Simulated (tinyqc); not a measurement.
Inside a calculation (part 2 of 2). Method: UKS/LDA (PW92) in the sto-3g basis, for BeH, spin multiplicity 2. Computed by tinyqc, a small Python program that keeps every step (integrals from PySCF). Command: `OMP_NUM_THREADS=1 python tinyqc.py 27654 27655 out.jsonl` (the two numbers bound the seeds that draw the settings). One thread of a shared host (Intel(R) Xeon(R) Processor @ 2.60GHz), about 1 s of CPU time with the checks.

Geometry (angstrom):
```
atom         x         y         z
Be    0.000000  0.000000  0.000000
H     0.000000  0.000000  1.762000
```

## Iteration 2: diagonalisation and new density

extrapolated F(alpha) (hartree), lower triangle:
```
            1Be 1s     1Be 2s    1Be 2px    1Be 2py    1Be 2pz     2H 1s
1Be 1s   -6.451565
1Be 2s   -1.562268  -0.926259
1Be 2px   0.000000   0.000000  -0.462742
1Be 2py   0.000000   0.000000   0.002360  -0.481871
1Be 2pz  -0.023597  -0.072796   0.000000   0.000000  -0.431220
2H 1s    -0.170010  -0.204714   0.000000   0.000000  -0.167563  0.108954
```

extrapolated F(beta) (hartree), lower triangle:
```
            1Be 1s     1Be 2s    1Be 2px    1Be 2py    1Be 2pz     2H 1s
1Be 1s   -6.407551
1Be 2s   -1.545809  -0.881621
1Be 2px   0.000000   0.000000  -0.431468
1Be 2py   0.000000   0.000000  -0.005484  -0.406927
1Be 2pz  -0.022212  -0.063047   0.000000   0.000000  -0.402966
2H 1s    -0.168356  -0.197711   0.000000   0.000000  -0.162006  0.111741
```

X, lower triangle:
```
            1Be 1s     1Be 2s   1Be 2px   1Be 2py    1Be 2pz     2H 1s
1Be 1s    1.027472
1Be 2s   -0.141561   1.071798
1Be 2px   0.000000   0.000000  1.000000
1Be 2py   0.000000   0.000000  0.000000  1.000000
1Be 2pz  -0.007449   0.056107  0.000000  0.000000   1.069615
2H 1s     0.021039  -0.185936  0.000000  0.000000  -0.231819  1.112888
```

Diagonalise F' = X^T F X, C = X C', fill 3 alpha and 2 beta electrons from the bottom; D(s) = C_occ C_occ^T. Each column has its largest component positive (the first on a tie).

F' = X^T F X (alpha) (hartree), lower triangle:
```
           1          2          3          4          5         6
1  -6.380856
2  -0.650750  -0.649090
3   0.000000   0.000000  -0.462742
4   0.000000   0.000000   0.002360  -0.481871
5  -0.017453  -0.056216   0.000000   0.000000  -0.409987
6  -0.015007  -0.112932   0.000000   0.000000  -0.127500  0.246285
```

orbital energies (alpha) (hartree): MO1 -6.454019, MO2 -0.616563, MO3 -0.482158, MO4 -0.462455, MO5 -0.404794, MO6 0.281727

coefficients C (alpha):
```
               MO1        MO2        MO3       MO4        MO5        MO6
1Be 1s    1.005317  -0.236759   0.000000  0.000000   0.085019   0.047877
1Be 2s   -0.021700   0.985789   0.000000  0.000000  -0.366500  -0.316129
1Be 2px   0.000000   0.000000  -0.120680  0.992691   0.000000   0.000000
1Be 2py   0.000000   0.000000   0.992691  0.120680   0.000000   0.000000
1Be 2pz   0.002159   0.382204   0.000000  0.000000   0.938857  -0.416511
2H 1s     0.003899  -0.064438   0.000000  0.000000  -0.013687   1.150183
```

F' = X^T F X (beta) (hartree), lower triangle:
```
           1          2          3          4          5         6
1  -6.338254
2  -0.645530  -0.603409
3   0.000000   0.000000  -0.431468
4   0.000000   0.000000  -0.005484  -0.406927
5  -0.017396  -0.043869   0.000000   0.000000  -0.379168
6  -0.015269  -0.115661   0.000000   0.000000  -0.130055  0.247829
```

orbital energies (beta) (hartree): MO1 -6.410221, MO2 -0.568486, MO3 -0.432638, MO4 -0.405758, MO5 -0.381150, MO6 0.286855

coefficients C (beta):
```
               MO1        MO2       MO3        MO4        MO5        MO6
1Be 1s    1.005558  -0.236464  0.000000   0.000000   0.081496   0.050332
1Be 2s   -0.022735   0.986982  0.000000   0.000000  -0.353189  -0.327289
1Be 2px   0.000000   0.000000  0.978001  -0.208598   0.000000   0.000000
1Be 2py   0.000000   0.000000  0.208598   0.978001   0.000000   0.000000
1Be 2pz   0.001837   0.361490  0.000000   0.000000   0.941752  -0.428305
2H 1s     0.004230  -0.048291  0.000000   0.000000  -0.006468   1.151036
```

D(alpha) after iteration 2, lower triangle:
```
            1Be 1s     1Be 2s    1Be 2px   1Be 2py    1Be 2pz     2H 1s
1Be 1s    1.066716
1Be 2s   -0.255209   0.972250
1Be 2px   0.000000   0.000000   0.014564
1Be 2py   0.000000   0.000000  -0.119798  0.985436
1Be 2pz  -0.088320   0.376726   0.000000  0.000000   0.146085
2H 1s     0.019176  -0.063607   0.000000  0.000000  -0.024620  0.004167
```

D(beta) after iteration 2, lower triangle:
```
            1Be 1s     1Be 2s   1Be 2px   1Be 2py    1Be 2pz     2H 1s
1Be 1s    1.067061
1Be 2s   -0.256247   0.974650
1Be 2px   0.000000   0.000000  0.000000
1Be 2py   0.000000   0.000000  0.000000  0.000000
1Be 2pz  -0.083632   0.356742  0.000000  0.000000   0.130678
2H 1s     0.015672  -0.047759  0.000000  0.000000  -0.017449  0.002350
```

## Iteration 14 (converged): orbitals

converged F(alpha) (hartree), lower triangle:
```
            1Be 1s     1Be 2s    1Be 2px    1Be 2py    1Be 2pz      2H 1s
1Be 1s   -3.609272
1Be 2s   -1.090358  -0.478397
1Be 2px   0.000000   0.000000  -0.003006
1Be 2py   0.000000   0.000000   0.000000  -0.003006
1Be 2pz   0.003478   0.004805   0.000000   0.000000  -0.027555
2H 1s    -0.119453  -0.159744   0.000000   0.000000  -0.144487  -0.117464
```

converged F(beta) (hartree), lower triangle:
```
            1Be 1s     1Be 2s   1Be 2px   1Be 2py    1Be 2pz      2H 1s
1Be 1s   -3.595960
1Be 2s   -1.083377  -0.435220
1Be 2px   0.000000   0.000000  0.033774
1Be 2py   0.000000   0.000000  0.000000  0.033774
1Be 2pz  -0.002636  -0.037453  0.000000  0.000000   0.027759
2H 1s    -0.119113  -0.154858  0.000000  0.000000  -0.138950  -0.085312
```

As before.

F' = X^T F X (alpha) (hartree), lower triangle:
```
           1          2          3          4          5          6
1  -3.506972
2  -0.609449  -0.234248
3   0.000000   0.000000  -0.003006
4   0.000000   0.000000   0.000000  -0.003006
5  -0.009160   0.050956   0.000000   0.000000   0.037285
6   0.008528  -0.115688   0.000000   0.000000  -0.156082  -0.021120
```

orbital energies (alpha) (hartree): MO1 -3.616821, MO2 -0.210462, MO3 -0.104613, MO4 -0.003006, MO5 -0.003006, MO6 0.206842

coefficients C (alpha):
```
               MO1        MO2        MO3       MO4        MO5        MO6
1Be 1s    0.986118  -0.220308  -0.200220  0.000000   0.000000   0.123226
1Be 2s    0.050232   0.665442   0.703352  0.000000   0.000000  -0.516208
1Be 2px   0.000000   0.000000   0.000000  0.138836   0.990315   0.000000
1Be 2py   0.000000   0.000000   0.000000  0.990315  -0.138836   0.000000
1Be 2pz   0.001988   0.167750  -0.591202  0.000000   0.000000  -0.907389
2H 1s    -0.008554   0.529134  -0.413140  0.000000   0.000000   0.936234
```

F' = X^T F X (beta) (hartree), lower triangle:
```
           1          2         3         4          5         6
1  -3.494077
2  -0.609757  -0.192245
3   0.000000   0.000000  0.033774
4   0.000000   0.000000  0.000000  0.033774
5  -0.009877   0.008084  0.000000  0.000000   0.094580
6   0.008985  -0.114104  0.000000  0.000000  -0.162321  0.014671
```

orbital energies (beta) (hartree): MO1 -3.603140, MO2 -0.189226, MO3 -0.026380, MO4 0.033774, MO5 0.033774, MO6 0.241675

coefficients C (beta):
```
               MO1        MO2        MO3        MO4       MO5        MO6
1Be 1s    0.986536  -0.206481  -0.225411   0.000000  0.000000  -0.097668
1Be 2s    0.048905   0.622068   0.796835   0.000000  0.000000   0.426853
1Be 2px   0.000000   0.000000   0.000000   0.998203  0.059918   0.000000
1Be 2py   0.000000   0.000000   0.000000  -0.059918  0.998203   0.000000
1Be 2pz   0.004353   0.261681  -0.501240   0.000000  0.000000   0.938766
2H 1s    -0.009003   0.521014  -0.438177   0.000000  0.000000  -0.929375
```

D(alpha) after iteration 14, lower triangle:
```
            1Be 1s     1Be 2s   1Be 2px   1Be 2py   1Be 2pz     2H 1s
1Be 1s    1.061052
1Be 2s   -0.237893   0.940040
1Be 2px   0.000000   0.000000  0.000000
1Be 2py   0.000000   0.000000  0.000000  0.000000
1Be 2pz   0.083374  -0.304096  0.000000  0.000000  0.377664
2H 1s    -0.042289   0.061095  0.000000  0.000000  0.332994  0.450740
```

D(beta) after iteration 14, lower triangle:
```
            1Be 1s    1Be 2s   1Be 2px   1Be 2py   1Be 2pz     2H 1s
1Be 1s    1.015887
1Be 2s   -0.080198  0.389360
1Be 2px   0.000000  0.000000  0.000000
1Be 2py   0.000000  0.000000  0.000000  0.000000
1Be 2pz  -0.049738  0.162996  0.000000  0.000000  0.068496
2H 1s    -0.116461  0.323666  0.000000  0.000000  0.136300  0.271537
```

Within a degenerate level the vectors are fixed only up to a rotation; this is one choice.

## Convergence

Stop when the energy changes by less than 1e-09 hartree and every element of the error matrix X^T (F D S - S D F) X (for each spin) is below 9e-06.

Course of the cycle:
```
iteration   E (hartree)     change  largest element of the error matrix
1           -4.08028294          -                             4.91e-02
2          -14.31217751  -1.02e+01                             1.81e-01
3          -14.30074360   1.14e-02                             1.80e-01
4          -14.28853989   1.22e-02                             1.78e-01
5          -14.29273941  -4.20e-03                             1.79e-01
6          -14.29279277  -5.34e-05                             1.79e-01
7          -14.29902017  -6.23e-03                             1.80e-01
8          -14.63403699  -3.35e-01                             1.86e-01
9          -14.74876038  -1.15e-01                             2.61e-02
10         -14.75592288  -7.16e-03                             1.01e-02
11         -14.75620762  -2.85e-04                             3.03e-03
12         -14.75624086  -3.32e-05                             3.79e-04
13         -14.75624128  -4.25e-07                             9.49e-06
14         -14.75624128  -5.81e-10                             3.82e-06
```

PySCF UKS in the same basis, fine grid, after a stability check = -14.76109225 hartree

Converged in 14 iterations. The coarse grid moves the energy by +4.85e-03 hartree.

## Populations, bond orders and dipole

overlap S, lower triangle:
```
           1Be 1s    1Be 2s   1Be 2px   1Be 2py   1Be 2pz     2H 1s
1Be 1s   1.000000
1Be 2s   0.259517  1.000000
1Be 2px  0.000000  0.000000  1.000000
1Be 2py  0.000000  0.000000  0.000000  1.000000
1Be 2pz  0.000000  0.000000  0.000000  0.000000  1.000000
2H 1s    0.027491  0.303803  0.000000  0.000000  0.389169  1.000000
```

Mulliken: Z minus the diagonal of D S on the atom; Loewdin: the same with S^(1/2) D S^(1/2); Mayer order: 2 sum_s sum (D(s) S)_ij (D(s) S)_ji over the two atoms.

Charges (e):
```
atom   Mulliken    Loewdin  Mulliken spin
1Be    0.017440   0.015812       0.821980
2H    -0.017440  -0.015812       0.178020
```

Mayer bond orders:
```
pair     order
2-1   0.968005
```

dipole moment about the origin, x y z (debye): 0.000000  0.000000  -0.550183

<S^2> of the determinant (pure state: 0.75) = 0.752083
